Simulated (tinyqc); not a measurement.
# Thermal resistances of a two-die stack

Question. Heat leaves through the lower die only, and the system is linear. Find the resistance R1 from the lower die to the coolant, R2 between the dies, and the rise of the upper die when both are powered.

Values chosen for this exercise:

| symbol | value | unit | meaning |
|---|---|---|---|
| P1 | 50 | W | power of the lower die |
| P2 | 11 | W | power of the upper die |

rises of the lower and upper die with only the lower one powered (K): 22  22
rises of the lower and upper die with only the upper one powered (K): 4.84  7.7

Solution. With only the lower die powered no heat crosses R2, so both dies rise by P1 R1; the difference in the second test is P2 R2; rises add.

R1 = 0.440 K/W
R2 = 0.260 K/W
rise of the upper die = 29.7 K

tinyqc, about 0.03 s, one thread, Intel Xeon 2.30GHz (shared host): `OMP_NUM_THREADS=1 python tinyqc.py 2162189 2162190 out.jsonl`
